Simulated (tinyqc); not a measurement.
Voltage acceleration of oxide breakdown, four models on the same data: two steps of the calculation.

Field E = V/tox in MV/cm. Models: ln(t63/1 s) = a - c X with X = E (E model), -1/E (1/E model), ln V (power law, c the exponent n) or sqrt(E).

Values chosen for this exercise:
```
symbol    value  unit                         meaning
tox           4    nm                 oxide thickness
Vu          2.1     V                     use voltage
Ts          373     K              stress temperature
Tu          378     K                 use temperature
Ea          0.6    eV               activation energy
ks      0.00049        factor for area and percentile
```

Constants: q = 1.602176634e-19 C, kB = 1.380649e-23 J/K. Results are converted to the units shown.

Task 1. Fitting the models. The three stress times were made with the power model, c = 30.6, and are treated as data. For each model fit ln t63 on X by least squares over the three points.

```
stress,V (V),t63 (s)
0,3.4,2.379e5
1,4.22,320
2,4.87,3.993
```

Give: c; a; largest misfit in ln t63 (0: below 0.002).

Result 1.

```
model,c,a,largest misfit in ln t63 (0: below 0.002)
E,3.0018,37.755,0.31724
1/E,307.17,-23.650,0.30280
power,30.600,49.827,0.00000
sqrt E,19.206,68.307,0.15732
```

The worst misfit of any model is 0.32 in ln t63, a factor of 1.37 in time, comparable to the scatter of t63 from small samples, so such data hardly tell the models apart.

Task 2. Projection to use conditions. Project to Vu, multiply by exp[(Ea q/kB)(1/Tu - 1/Ts)] and by ks; ten years are 3.15576e8 s. The largest voltage for ten years solves the same relation for V.

```
model,c,a
E,3.0018369,37.754943
1/E,307.16810,-23.649942
power,30.599734,49.826832
sqrt E,19.205739,68.307346
```

Find: temperature factor; lifetime; largest voltage for ten years.

Result 2.

temperature factor = 0.7812

```
model,lifetime (years),largest voltage for ten years (V)
E,0.04328,1.375
1/E,1.670e4,2.405
power,7.304,2.079
sqrt E,0.4344,1.811
```

The lifetimes span 5.59 decades, from the E model (most cautious) to the 1/E model; the allowed voltage spans 1.37 to 2.41 V. 1 of the four models pass ten years at Vu. Lifetimes beyond a thousand years are formal extrapolations.

Range of the model: All four laws are empirical fits; none is established far below the stress range.

Numbers from tinyqc (`OMP_NUM_THREADS=1 python tinyqc.py 2070074 2070075 out.jsonl`; about 0.01 s on one thread of a shared Intel Xeon 2.30GHz).
